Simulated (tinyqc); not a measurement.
Worked calculation: Hueckel theory of the pi electrons with the omega technique, for the molecule c1ccc2[nH]ncc2c1 (SMILES; centres numbered as the heavy atoms are written). One step of it, computed by the program tinyqc.

Problem. Omega technique, round 1. h_r = h_r(0) + omega q_r, omega = 1.4, with q_r = z_r - P_rr; 0.3 of the old diagonal is kept.

Hueckel matrix in units of beta (H = alpha + beta A), lower triangle:
```
,1C,2C,3C,4C,5N,6N,7C,8C,9C
1C,0.000000
2C,1.000000,0.000000
3C,0.000000,1.000000,0.000000
4C,0.000000,0.000000,1.000000,0.000000
5N,0.000000,0.000000,0.000000,0.800000,1.500000
6N,0.000000,0.000000,0.000000,0.000000,0.800000,0.500000
7C,0.000000,0.000000,0.000000,0.000000,0.000000,1.000000,0.000000
8C,0.000000,0.000000,0.000000,1.000000,0.000000,0.000000,1.000000,0.000000
9C,1.000000,0.000000,0.000000,0.000000,0.000000,0.000000,0.000000,1.000000,0.000000
```

charge and bond-order matrix P, lower triangle:
```
,1C,2C,3C,4C,5N,6N,7C,8C,9C
1C,1.027276
2C,0.628552,0.995975
3C,-0.029211,0.695702,1.032813
4C,-0.280321,0.007627,0.611601,0.967187
5N,0.095478,-0.118165,-0.119103,0.387925,1.756059
6N,0.042755,0.184399,-0.051081,-0.272171,0.363284,1.216828
7C,-0.118543,-0.005994,0.033052,-0.007804,-0.285838,0.813050,0.965878
8C,-0.033561,-0.269890,0.037283,0.567072,-0.147844,-0.073095,0.490520,1.046358
9C,0.706132,0.002089,-0.347471,0.005983,0.071329,-0.205182,0.015188,0.577159,0.991625
```

Centres:
```
centre,"z_r, pi electrons of the neutral centre",h
1C,1,0.000000
2C,1,0.000000
3C,1,0.000000
4C,1,0.000000
5N,2,1.500000
6N,1,0.500000
7C,1,0.000000
8C,1,0.000000
9C,1,0.000000
```

Give: matrix after round 1.

Solution.

matrix after round 1, lower triangle:
```
,1C,2C,3C,4C,5N,6N,7C,8C,9C
1C,-0.0267
2C,1.0000,0.0039
3C,0.0000,1.0000,-0.0322
4C,0.0000,0.0000,1.0000,0.0322
5N,0.0000,0.0000,0.0000,0.8000,1.7391
6N,0.0000,0.0000,0.0000,0.0000,0.8000,0.2875
7C,0.0000,0.0000,0.0000,0.0000,0.0000,1.0000,0.0334
8C,0.0000,0.0000,0.0000,1.0000,0.0000,0.0000,1.0000,-0.0454
9C,1.0000,0.0000,0.0000,0.0000,0.0000,0.0000,0.0000,1.0000,0.0082
```
